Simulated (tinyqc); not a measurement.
Worked calculation: Hueckel theory of the pi electrons, for the molecule Bc1[cH+]n1 (SMILES; centres numbered as the heavy atoms are written). One step of it, computed by the program tinyqc.

Problem. Orbitals. Diagonalise; E = alpha + x beta with beta < 0, so the largest x are filled first; degenerate levels share their electrons. P = sum n_i c_ri c_si; each orbital has its largest coefficient positive (the first on a tie).

Hueckel matrix in units of beta (H = alpha + beta A), lower triangle:
```
           1B        2C        3C        4N
1B  -1.150000
2C   0.700000  0.000000
3C   0.000000  1.000000  0.000000
4N   0.000000  0.860000  0.860000  0.460000
```

pi electrons, sum of z_r less the charge = 2

Give: x values; occupations; coefficients; charge and bond-order matrix P.

Solution.

x values: 2.025  -0.331  -0.732  -1.652

occupations: 2.000  0.000  0.000  0.000

coefficients:
```
      MO1     MO2     MO3     MO4
1B  0.125  -0.478  -0.393   0.776
2C  0.568  -0.560  -0.234  -0.556
3C  0.539  -0.060   0.793   0.277
4N  0.609   0.674  -0.403   0.113
```

charge and bond-order matrix P, lower triangle:
```
       1B     2C     3C     4N
1B  0.031
2C  0.142  0.646
3C  0.135  0.613  0.582
4N  0.153  0.692  0.657  0.741
```
